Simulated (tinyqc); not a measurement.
Worked calculation: kinetic Monte Carlo and master equation for a particle on a ring of sites with traps and bias. Computed by tinyqc, a small Python program that keeps every step. Command: `OMP_NUM_THREADS=1 python tinyqc.py 3023137 3023138 out.jsonl kmc walk`. One thread of a shared host (Intel(R) Xeon(R) Processor @ 2.30GHz), about 0.1 s of CPU time with the checks. Intermediate numbers are printed to about 6 digits and carried at full precision; extremes and crossings named in words are read from the listed rows.

5 sites on a ring, numbered 1 to 5. The saddle between i and i+1 lies at E0 + s b_i and site i at s eps_i; a force F tilts the landscape, with the saddle half-way.

Inputs (values chosen for the exercise, for a model defect): reference barrier E0 = 0.54 eV; scale factor s of the disorder = 1; attempt frequency nu = 1.3 THz; temperature T = 360 K; site spacing a = 3.7 angstrom; force F along the ring = 0.001 eV/angstrom; seed of the random numbers = 427512.

Disorder: site traps.

site energies eps_i (eV): [-0.054, 0, -0.035, -0.035, -0.024]

saddle shifts b_i between sites i and i+1 (eV): [0, 0, 0, 0, 0]

Constants: k_B = 8.617333262e-05 eV/K.

## Rate table

Rates: k(i to i+1) = nu exp(-(E0 + s b_i - s eps_i - F a/2)/(k_B T)), k(i to i-1) = nu exp(-(E0 + s b_(i-1) - s eps_i + F a/2)/(k_B T)). Share right = k right/(k right + k left); mean stay = 1/(k right + k left).

Rates, shares of right hops and mean stays:
```
site  k right (1/s)  k left (1/s)  share right  mean stay (s)
1            6671.3        5921.2     0.529782    7.94125e-05
2           38034.3       33758.0     0.529782    1.39291e-05
3           12308.3       10924.4     0.529782    4.30428e-05
4           12308.3       10924.4     0.529782    4.30428e-05
5           17546.5       15573.7     0.529782    3.01931e-05
```

The particle stays longest on site 1, 5.7 times as long as on the quickest site.

## Twelve steps of the residence-time algorithm

Random numbers:
```
step      r1      r2
1     0.6262  0.5065
2     0.9673  0.3802
3     0.0931  0.8175
4     0.8856  0.1625
5     0.6137  0.1261
6     0.4843  0.3807
7     0.9030  0.2522
8     0.8106  0.8960
9     0.9809  0.0129
10    0.3437  0.4611
11    0.2453  0.4615
12    0.9179  0.4636
```

Start on site 1 at t = 0. Hop right if r1 is below the share right, else left; advance the clock by -ln(r2) times the mean stay.

Trajectory:
```
step  site    hop     wait (s)    clock (s)  net hops
1        1   left  5.40188e-05  5.40188e-05        -1
2        5   left  2.91985e-05  8.32173e-05        -2
3        4  right  8.67331e-06  9.18906e-05        -1
4        5   left  5.48632e-05  1.46754e-04        -2
5        4   left  8.91279e-05  2.35882e-04        -3
6        3  right  4.15683e-05  2.77450e-04        -2
7        4   left  5.92929e-05  3.36743e-04        -3
8        3   left  4.72674e-06  3.41470e-04        -4
9        2   left  6.05988e-05  4.02068e-04        -5
10       1  right  6.14764e-05  4.63545e-04        -4
11       2  right  1.07710e-05  4.74316e-04        -3
12       3   left  3.30884e-05  5.07404e-04        -4
```

## Steady state

Master equation dP/dt = W P, W_(i+1,i) = k right, W_(i-1,i) = k left, columns summing to zero. The steady state is its null vector; drift v = a sum P_i (k right - k left). D = a^2 lambda''(0)/2, where lambda(q) is the leading eigenvalue of W with right hops weighted by exp(q) and left hops by exp(-q). The slowest relaxation rate is minus the real part of the next eigenvalue of W. 1 angstrom = 1e-8 cm.

occupations P_i: [0.378840, 0.066449, 0.205337, 0.205337, 0.144037]

drift velocity v = 5.25679e-05 cm/s

diffusivity D = 1.63478e-11 cm^2/s

slowest relaxation rate = 12254.1 1/s

With equal saddles the steady current leaves the occupations at their Boltzmann values exp(-s eps_i/(k_B T))/Z.

## Closed form at zero force

At zero force D0 = a^2 nu exp(-E0/(k_B T)) / [<exp(-s eps/(k_B T))> <exp(s b/(k_B T))>], with means over the ring; Einstein relation v = D0 F/(k_B T); 1 angstrom = 1e-8 cm.

zero-force diffusivity D0 = 1.62982e-11 cm^2/s

D0 over the value without disorder = 0.332245

Einstein drift = 5.25367e-05 cm/s

F a/(k_B T) = 0.119; the true drift is 1.0006 times the Einstein value.

## Sampled drift against the exact one

400 independent walkers start on sites drawn with weights P_i (k right + k left), the steady shares of hops (random numbers not printed); the estimate is total displacement over total time, with its standard error from the spread between walkers.

Drift from sampling:
```
hops per walker  estimate (cm/s)  standard error (cm/s)  deviation in standard errors
10                   6.37545e-05            1.37709e-05                       0.81233
30                   5.78024e-05            8.29654e-06                       0.63093
100                  6.33099e-05            4.43993e-06                       2.41941
300                  5.35645e-05            2.46681e-06                       0.40402
1000                 5.34373e-05            1.41884e-06                       0.61277
3000                 5.19207e-05            8.22797e-07                      -0.78651
```

The exact drift is 5.257e-5 cm/s. The standard error falls by a factor 3.13 from 100 to 1000 hops (sqrt10 = 3.16), and in the last row it is 1.6 % of the drift.

Checks made by the program: closed form against the master equation at zero force (relative difference 7e-07).
